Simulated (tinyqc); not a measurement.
# Small-signal admittance of a forward-biased p+-n diode, step by step

Numbers from tinyqc (`OMP_NUM_THREADS=1 python tinyqc.py 2890214 2890215 out.jsonl`; about 0.01 s on one thread of a shared Intel Xeon 2.30GHz). Printed values are rounded.

Holes injected into a neutral base of width wb with an ohmic contact at its end; low injection, p0 far above the equilibrium density. A small voltage v exp(i w t), w = 2 pi f, modulates the edge density by p0 v/Vt, and the small-signal density obeys Dp d2p/dx2 = (1/tau + i w) p.

Parameters, values chosen for the exercise; permittivity close to that of gallium arsenide:
```
symbol   value    unit                                   meaning
T          350       K                               temperature
eps_r     12.9                             relative permittivity
Nd      5.9e16   cm^-3                 donor density of the base
Dp         6.7  cm^2/s                hole diffusion coefficient
tau       6e-9       s                             hole lifetime
wb           5      um                 width of the neutral base
p0      1.4e13   cm^-3  excess hole density at the junction edge
Na        3e18   cm^-3           acceptor density of the p+ side
f        3.2e6      Hz                          signal frequency
```

Constants: q = 1.602176634e-19 C, kB = 1.380649e-23 J/K, Vt = kB T/q, eps0 = 8.8541878128e-14 F/cm where lengths are in cm. Results are converted to the units shown.

## Closed-form admittance

L = sqrt(Dp tau); direct current J = (q Dp p0/L) coth(wb/L); k = sqrt(1 + i w tau)/L; diffusion admittance Y = (q Dp p0/Vt) k coth(k wb) = G + i w C_diff; junction capacitance C_j = sqrt(q eps0 eps_r Nd/(2 Vr)) in the depletion approximation, with the remaining barrier Vr = Vt ln(Na/p0), a rough value under forward bias; base-width modulation is left out.

L = 2.004994 um
J = 0.07598470 A/cm^2
k wb = 2.498289+0.150149i
Y = 2.522643+0.141488i S/cm^2
C_diff = 0.007037027 uF/cm^2
C_j = 0.1207544 uF/cm^2

G is 1.00 times its low-frequency value J/Vt, and C_diff is 0.0583 times C_j.

## The same by finite differences

6 equal intervals, h = wb/6; u = small-signal density over its edge value, u_0 = 1, u_6 = 0; u_(i-1) + b u_i + u_(i+1) = 0 with b = -2 - h^2 (1/tau + i w)/Dp; Y = (q Dp p0/(Vt h)) (-b/2 - u_1), which includes the half box at the edge.

b = -2.172747-0.020840i
u, node 1 to 5: 0.6553148-0.0148117i  0.4241422-0.0185255i  0.2666252-0.0166004i  0.1555129-0.0119867i  0.0715148-0.0062028i
Y on the mesh = 2.577449+0.150868i S/cm^2

Against the closed form the real part is 2.2 % above it and the imaginary part 6.6 % above it; |k h| = 0.42.
